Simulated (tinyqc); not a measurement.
Worked calculation: composition and strain of an epitaxial Si(1-x)Ge(x) layer from Raman and X-ray peaks. Computed by tinyqc, a small Python program that keeps every step. Command: `OMP_NUM_THREADS=1 python tinyqc.py 3030760 3030761 out.jsonl epiraman walk`. One thread of a shared host (Intel(R) Xeon(R) Processor @ 2.30GHz), about 0.01 s of CPU time with the checks. Intermediate numbers are printed to about 5 digits and carried at full precision; extremes and crossings named in words are read from the listed rows.

A (001) layer, biaxially strained in the plane. The Raman peaks follow empirical lines omega = w0 + c1 x + c3 x^3 + b eps (c3 for Si-Ge alone), with eps the in-plane strain.

Inputs (values chosen for the exercise, modelled on silicon-germanium):
```
quantity                        value      unit
Ge fraction x                    0.33         -
degree of relaxation R           0.22         -
lattice constant of Si          5.431  angstrom
lattice constant of Ge          5.658  angstrom
bowing B                        0.026  angstrom
2 C12/C11 of Si                 0.769         -
2 C12/C11 of Ge                 0.758         -
Si-Si: w0                       520.6      1/cm
Si-Si: c1                         -65      1/cm
Si-Si: strain coefficient b      -724      1/cm
Si-Ge: w0                       400.1      1/cm
Si-Ge: c1                        24.7      1/cm
Si-Ge: c3                         -31      1/cm
Si-Ge: strain coefficient b      -580      1/cm
Ge-Ge: w0                       280.4      1/cm
Ge-Ge: c1                        19.3      1/cm
Ge-Ge: strain coefficient b      -430      1/cm
uncertainty of a Raman peak       0.1      1/cm
X-ray wavelength             1.540598  angstrom
```

Substrate: silicon. Pair of peaks used: Si-Si and Ge-Ge.

## Lattice constants and strain

Relaxed lattice constant a(x) = a_Si + (a_Ge - a_Si) x - B x (1 - x). In-plane constant a_par = a_sub + R (a(x) - a_sub); eps = a_par/a(x) - 1; eps_perp = -(2 C12/C11) eps with 2 C12/C11 linear in x; a_perp = a(x) (1 + eps_perp).

relaxed constant a(x) = 5.5002 angstrom

substrate constant a_sub = 5.431 angstrom

a_par = 5.4462 angstrom

in-plane strain eps = -9.8081 per mille

strain along the normal = 7.5068 per mille

a_perp = 5.5414 angstrom

The layer is under compression in the plane and is stretched along the normal.

## Raman peaks

Insert x and eps in the three lines; the strain part is b eps.

Si-Si peak = 506.25 1/cm

Si-Ge peak = 412.83 1/cm

Ge-Ge peak = 290.99 1/cm

strain parts (1/cm): Si-Si 7.1010, Si-Ge 5.6887, Ge-Ge 4.2175

Read as unstrained, the Si-Si peak would give x = 0.221 in place of 0.33.

## X-ray (004) reflection

Bragg angle theta = arcsin(2 lambda/a) for (004), for the substrate with a_sub and the layer with a_perp; separation in arc seconds.

theta of the substrate = 34.565 degree

theta of the layer = 33.781 degree

separation, layer less substrate = -2819.2 arcsec

## Back from two peaks to composition and strain

Unknowns x and eps (per mille). Newton steps: J d = (measured - model), J = [d omega/dx, d omega/d eps] for the two peaks; start at x = 0.5, eps = 0; stop when |d| < 1e-9. The peaks are rounded to 0.001 per cm; R = (a(x)(1 + eps) - a_sub)/(a(x) - a_sub).

peaks used (1/cm): Si-Si 506.251, Ge-Ge 290.986

Iterations:
```
step        x  eps (per mille)  residual 1 (1/cm)  residual 2 (1/cm)
0     0.50000           0.0000             18.151              0.936
1     0.32999          -9.8073              0.000              0.000
```

recovered x = 0.32999

recovered eps = -9.8073 per mille

recovered R = 0.22

## Which pair of peaks is best

For each pair invert J = [d omega/dx, d omega/d eps] at the true x. Independent errors of the given size in both peaks give sigma_x and sigma_eps = uncertainty x (norm of the rows of the inverse of J).

Error propagation:
```
pair                det J    sigma_x  sigma_eps (per mille)
Si-Si and Si-Ge    48.250  0.0019226                0.13806
Si-Si and Ge-Ge   41.9232  0.0020086                0.16174
Si-Ge and Ge-Ge  4.927911   0.014651                0.49075
```

The pair Si-Si and Si-Ge fixes x best (sigma_x = 0.0019) and Si-Ge and Ge-Ge worst (0.015), a factor 7.6. Strain moves all peaks the same way, so a good pair needs different ratios of composition slope to strain coefficient, best of opposite sign; the slopes here are -65, 14.6 and 19.3 per cm for Si-Si, Si-Ge and Ge-Ge. Errors in the coefficients themselves are not counted.

## Relaxation at fixed composition

(004) Bragg angle theta = arcsin(2 lambda/a), with a = a_perp for the layer and a_sub for the substrate; separation = layer less substrate. The apparent x is the one that a fully strained layer (R = 0) would need to give the same a_perp.

Signatures; columns: (1) R; (2) eps (per mille); (3) Si-Si (1/cm); (4) Ge-Ge (1/cm); (5) a_perp (angstrom); (6) (004) separation (arcsec); (7) apparent x if R = 0 is assumed:
```
(1)       (2)     (3)     (4)     (5)      (6)      (7)
0.00  -12.574  508.25  292.18  5.5531  -3108.4  0.33000
0.15  -10.688  506.89  291.36  5.5452  -2911.4  0.30929
0.30   -8.802  505.52  290.55  5.5372  -2713.6  0.28849
0.50   -6.287  503.70  289.47  5.5266  -2448.9  0.26060
0.70   -3.772  501.88  288.39  5.5160  -2182.9  0.23252
0.85   -1.886  500.52  287.58  5.5081  -1982.6  0.21135
1.00    0.000  499.15  286.77  5.5002  -1781.6  0.19007
```

Full relaxation moves the Si-Si peak by -9.10 per cm and shrinks the X-ray separation to 57 % of its strained value, about 1/(1 + 2 C12/C11). A symmetric reflection alone cannot part x from R: a relaxed layer read as strained gives x = 0.190 in place of 0.33. An asymmetric reflection or a second peak is needed.

Checks made by the program: recovered composition (relative difference 2e-05).
